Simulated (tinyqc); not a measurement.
# Energy and delay of logic against supply voltage: effects of single changes

One expression serves below and above threshold: I(Vg) = Ik [ln(1 + exp((Vg - VT + dd V)/(al nf Vt)))]^al, with I_on = I(V) and I_off = I(0). Gate delay td = kd C V/I_on, clock period LD td. Per gate and cycle the switching energy is act C V^2 and the leakage energy I_off V LD td. No short-circuit current, no variation. Minima are sought above 0.09 V; below a few Vt gates no longer switch and the model has no meaning.

Values chosen for this exercise; values of the order met in logic technologies: temperature T = 300 K; threshold voltage at zero drain bias VT = 0.3 V; slope factor nf = 1.2; barrier lowering per volt of supply dd = 0.05; specific current of a gate Ik = 0.45 uA; exponent of the current law al = 1.68; load capacitance of a gate C = 0.74 fF; delay factor kd = 0.5; logic depth LD = 40; activity factor act = 0.1.

Constants: q = 1.602176634e-19 C, kB = 1.380649e-23 J/K, Vt = kB T/q. Results are converted to the units shown.

Each table varies one quantity; the others keep the values above.

## Energy and delay against supply voltage

EDP = energy times td.

Energy and delay against supply voltage:
```
V (V)  I_on (uA)  I_off (nA)  td (ps)  switching (aJ)  leakage (aJ)  energy (aJ)  EDP (fJ ps)
0.15   0.0043174    0.036063    12855          1.6650        2.7815       4.4465       57.159
0.27     0.16348    0.043742   611.08          5.3946       0.28868       5.6833       3.4729
0.38      1.4895    0.052207   94.396          10.686      0.074907       10.761       1.0157
0.5       5.2794    0.063317   35.042          18.500      0.044375       18.544      0.64984
0.62      11.090    0.076788   20.686          28.446      0.039393       28.485      0.58923
0.73      17.880    0.091634   15.107          39.435      0.040421       39.475      0.59633
0.85      26.717     0.11111   11.771          53.465      0.044471       53.509      0.62988
0.97      36.938     0.13473   9.7162          69.627      0.050790       69.677      0.67700
1.08      47.450     0.16074   8.4215          86.314      0.058478       86.372      0.72738
1.2       60.103     0.19486   7.3874          106.56      0.069097       106.63      0.78771
```

td falls from 12900 to 7.39 ps; the energy rises from 4.45 to 107 aJ and the EDP goes from 57.2 through a minimum of 0.589 (at V = 0.62 V among the rows listed) to 0.788 fJ ps. The exact minima lie at V = 0.186 V for the energy and 0.649 V for the EDP. Going from 1.2 V to the energy minimum saves a factor of 26.8 in energy and costs a factor of 674 in delay. Below the minimum the leakage energy rises faster than the switching energy falls, because the clock period grows so steeply.

## Optimum supplies against the threshold voltage at zero drain bias

Same model as above.

V_min minimises the energy and V_EDP the product of energy and td.

Optimum supplies against the threshold voltage at zero drain bias:
```
VT (V)  V_min (V)  energy at V_min (aJ)  leakage share (%)  clock at V_min (MHz)  V_EDP (V)  clock at V_EDP (GHz)
0.15       0.1850                 6.284              59.70                 224.9     0.3813                 1.117
0.2        0.1865                 4.776              46.12                 79.85     0.4455                 1.069
0.25       0.1862                 4.197              38.89                 21.74     0.5428                 1.182
0.3        0.1859                 3.974              35.62                 5.019     0.6494                 1.329
0.35       0.1858                 3.888              34.27                 1.065     0.7575                 1.475
0.4        0.1858                 3.855              33.73                0.2179     0.8658                 1.616
0.45       0.1858                 3.843              33.53               0.04390     0.9740                 1.751
0.5        0.1858                 3.838              33.45              0.008793      1.082                 1.881
0.55       0.1858                 3.836              33.42              0.001757      1.190                 2.007
```

What does the comparison show?

As VT goes from 0.15 to 0.55, V_min goes from 0.1850 through a maximum of 0.1865 (at VT = 0.2 among the rows listed) to 0.1858 V, the energy there falls from 6.28 to 3.84 aJ, the clock there falls from 225 to 0.00176 MHz and V_EDP rises from 0.381 to 1.19 V. V_min lies below VT for VT = 0.2, 0.25, 0.3, 0.35, 0.4, 0.45, 0.5, 0.55 V. As VT grows, I_on too becomes a subthreshold current, VT cancels more and more from the energy, and it mainly sets the clock.

Computed by the program tinyqc: `OMP_NUM_THREADS=1 python tinyqc.py 2082090 2082091 out.jsonl`, one thread of a shared Intel Xeon 2.30GHz, about 0.01 s for the whole run.
